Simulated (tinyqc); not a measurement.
Worked calculation: Hubbard chain of 4 sites. Computed by tinyqc, a small Python program that keeps every step. Settings: hopping = 1.27, U = 2.3, mixing = 0.2, iteration cap = 82. Command: `OMP_NUM_THREADS=1 python tinyqc.py 27249 27250 out.jsonl` (the two numbers bound the seeds that draw the settings). One thread of a shared host (Intel(R) Xeon(R) Processor @ 2.60GHz), about 0.2 s of CPU time with the checks.

one-body matrix (hopping and site energies) (eV):
```
         1        2        3        4
1  -0.5500  -1.2700   0.0000   0.0000
2  -1.2700  -0.6100  -1.2700   0.0000
3   0.0000  -1.2700  -0.2700  -1.2700
4   0.0000   0.0000  -1.2700  -0.5100
```

U = 2.3000 eV

electrons, up and down: 2  2

n(up) at the start (a guess, not normalised): 1 0.5000, 2 0.5000, 3 0.5000, 4 0.5000

n(down) at the start (a guess): 1 0.5000, 2 0.5000, 3 0.5000, 4 0.5000

Each step fills the lowest levels of T + U n(other spin) and sets n(new) = n + mixing (n(out) - n); stop when output and input agree to 1e-8.

Course of the cycle:

| iteration | E (eV) | largest \|n(out) - n(in)\| | mean \|n_up - n_down\| |
|---|---|---|---|
| 1 | -5.322890 | 3.90e-02 | 0.0000 |
| 2 | -5.324938 | 2.56e-02 | 0.0000 |
| 3 | -5.325688 | 1.70e-02 | 0.0000 |
| 4 | -5.325967 | 1.14e-02 | 0.0000 |
| 5 | -5.326073 | 7.78e-03 | 0.0000 |
| 6 | -5.326114 | 5.35e-03 | 0.0000 |
| 7 | -5.326130 | 3.72e-03 | 0.0000 |
| 8 | -5.326137 | 2.62e-03 | 0.0000 |
| 9 | -5.326140 | 1.86e-03 | 0.0000 |
| 10 | -5.326141 | 1.34e-03 | 0.0000 |
| 11 | -5.326142 | 9.66e-04 | 0.0000 |
| ... | ... | ... | ... |
| 44 | -5.326142 | 1.11e-07 | 0.0000 |
| 45 | -5.326142 | 8.52e-08 | 0.0000 |
| 46 | -5.326142 | 6.55e-08 | 0.0000 |
| 47 | -5.326142 | 5.03e-08 | 0.0000 |
| 48 | -5.326142 | 3.87e-08 | 0.0000 |
| 49 | -5.326142 | 2.97e-08 | 0.0000 |
| 50 | -5.326142 | 2.29e-08 | 0.0000 |
| 51 | -5.326142 | 1.76e-08 | 0.0000 |
| 52 | -5.326142 | 1.35e-08 | 0.0000 |
| 53 | -5.326142 | 1.04e-08 | 0.0000 |
| 54 | -5.326142 | 7.98e-09 | 0.0000 |

Can the last value be used, and what does the course show?

No, though the log alone does not show it. Converged in 54 iterations. But random starts reach -5.33038 eV, so this is another stationary point, not the lowest one. Reruns (cap 100 unless said): mixing 0.5: converged in 17 to a higher stationary point (E = -5.32614); mixing 0.9: converged in 96 to a higher stationary point (E = -5.32614). Before convergence this energy mixes input and output and is not variational, so it may rise towards its limit.
